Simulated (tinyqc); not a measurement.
Worked calculation: scattering of inversion-layer electrons by surface optical phonons of the gate insulator (remote phonon scattering). Computed by tinyqc, a small Python program that keeps every step. Command: `OMP_NUM_THREADS=1 python tinyqc.py 3111002 3111003 out.jsonl sophonon walk`. One thread of a shared host (Intel(R) Xeon(R) Processor @ 2.30GHz), about 0.03 s of CPU time with the checks. Intermediate numbers are printed to about 5 digits and carried at full precision; extremes and crossings named in words are read from the listed rows.

One subband with the Fang-Howard envelope; insulator and channel are half-spaces, the gate is far away, and an interlayer only moves the polar surface away by t (its own modes and its permittivity contrast are left out).

Inputs (values chosen for the exercise, modelled on HfO2 on silicon):

| quantity | value | unit |
|---|---|---|
| static constant of the insulator eps_0s | 21.5 | - |
| intermediate constant eps_i | 6.6 | - |
| optical constant eps_inf | 5.1 | - |
| hbar omega_TO1 | 12.3 | meV |
| hbar omega_TO2 | 47.8 | meV |
| constant of the channel eps_s | 11.7 | - |
| in-plane mass m | 0.195 | m_0 |
| valleys g_v | 2 | - |
| sheet density n | 3e+12 | 1/cm^2 |
| mean distance of the electrons z0 = 3/b | 1.3 | nm |
| interlayer thickness t | 0 | nm |
| temperature T | 150 | K |
| electron energy E | 15 | meV |
| mobility from other processes | 630 | cm^2/(V s) |

Screening by the channel electrons: static.

Constants: k_B = 8.617333262e-05 eV/K; hbar^2/(2 m_0) = 3.80998212 eV angstrom^2; e^2/(4 pi eps_0) = 14.39964548 eV angstrom; hbar = 6.582119569e-16 eV s; e = 1.602176634e-19 C; m_0 = 9.1093837015e-31 kg.

## Surface modes and strengths

eps(w) = eps_inf + (eps_0s - eps_i) w1^2/(w1^2 - w^2) + (eps_i - eps_inf) w2^2/(w2^2 - w^2). Surface modes solve eps(w) + eps_s = 0, a quadratic in w^2; the strength of a mode is g = 2/(w d eps/dw). Occupation N = 1/(exp(hbar w/(k_B T)) - 1).

hbar omega_SO (meV): 1 16.526, 2 50.012

strengths g: 1 0.023973, 2 0.005430

occupations N: 1 0.38590, 2 0.02132

hbar omega g (2 N + 1) (meV): 1 0.70195, 2 0.28317

The lower mode has the larger hbar omega g N, the prefactor of absorption before the dependence on q: 0.153 and 0.00579 meV.

## The electron gas

Density of states D = g_v m/(pi hbar^2); eta = E_F/(k_B T) = ln(exp(n/(D k_B T)) - 1); screening wave number q_s = e^2 D/(2 eps_0 eps_avg) x 1/(1 + exp(-eta)), eps_avg = (eps_s + eps_inf)/2; b = 3/z0.

D = 1.6292e+14 1/(eV cm^2)

eta = 1.1494

q_s = 1.3325 1/nm

b = 2.3077 1/nm

## Squared matrix elements

For a mode of strength g, without the occupation factor, Area x |M(q)|^2 = e^2 hbar w g/(2 eps_0 q) x (b/(b + q))^6 exp(-2 q t) / (1 + (q_s/q) H(q))^2, H = (1 + 9 x/8 + 3 x^2/8)/(1 + x)^3, x = q/b.

Area x |M|^2 (meV^2 nm^2):

| q (1/nm) | (b/(b + q))^6 | exp(-2 q t) | mode 1 | mode 2 |
|---|---|---|---|---|
| 0.05 | 0.87932 | 1 | 89.06 | 61.05 |
| 0.10 | 0.77529 | 1 | 156.79 | 107.48 |
| 0.20 | 0.60733 | 1 | 241.52 | 165.57 |
| 0.30 | 0.48032 | 1 | 277.44 | 190.19 |
| 0.50 | 0.30830 | 1 | 268.98 | 184.39 |
| 0.80 | 0.16766 | 1 | 191.86 | 131.52 |
| 1.20 | 0.08108 | 1 | 103.03 | 70.63 |

## Rates at the energy E

Approximate momentum relaxation rate, taking tau v alike in the initial and final states: 1/tau = (m/(2 pi hbar^3)) sum over modes and over absorption (N, E' = E + hbar w) and emission (N + 1, E' = E - hbar w > 0) of [(1 - f(E'))/(1 - f(E))] int_0^(2 pi) Area |M(q)|^2 (1 - cos theta) d theta, q^2 = k^2 + k'^2 - 2 k k' cos theta, f the Fermi function; 48 midpoints in theta from 0 to pi.

rates (1/ps): mode 1 absorption 0.57516, mode 1 emission 0.00000, mode 2 absorption 0.02281, mode 2 emission 0.00000

tau at E = 1672.3 fs

## Mobility

mu = (e/m) int tau E f (1 - f) dE/(k_B T int f dE), by 300 midpoints from 0 to (max(eta, 0) + 14) k_B T; Matthiessen sum with the other processes.

remote-phonon mobility = 8092.4 cm^2/(V s)

total mobility = 584.50 cm^2/(V s)

loss of mobility = 7.2228 %

Caution: a relaxation time is only an approximation for inelastic scattering, and static or no screening brackets the true dynamic screening only roughly.

## What an interlayer buys

The formulas are those given above.

Against the interlayer thickness:

| t (nm) | remote-phonon mobility (cm^2/(V s)) | total (cm^2/(V s)) |
|---|---|---|
| 0.0 | 8.0924e+03 | 584.50 |
| 0.3 | 1.1910e+04 | 598.35 |
| 0.6 | 1.7457e+04 | 608.06 |
| 1.0 | 2.8805e+04 | 616.52 |
| 1.5 | 5.2785e+04 | 622.57 |
| 2.0 | 9.3936e+04 | 625.80 |
| 3.0 | 2.6799e+05 | 628.52 |

1 nm of interlayer raises the remote-phonon mobility by a factor 3.56, as exp(2 q t) with an effective q of 0.63 per nm; between 2 and 3 nm the effective q is 0.52. The total goes from 584 to 617 over the first nanometre.

Checks made by the program: sum of strengths against 1/(eps_s + eps_inf) - 1/(eps_s + eps_0s) (relative difference below 1e-10).
